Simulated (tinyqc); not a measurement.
Tight binding, dimerised chain, step by step. One step of it, computed by the program tinyqc.

Task: Levels at k. Diagonalise the Hermitian matrix.

H(k) at k (eV), order A, B:
```
[[0.000000, -0.393378+0.648951i],
 [-0.393378-0.648951i, 0.000000]]
```

Give: eigenvalues; weights |c|^2 of the basis functions.

Result:

eigenvalues (eV): [-0.7589, 0.7589]

weights |c|^2 of the basis functions, order A, B:
```
[[0.5000, 0.5000],
 [0.5000, 0.5000]]
```
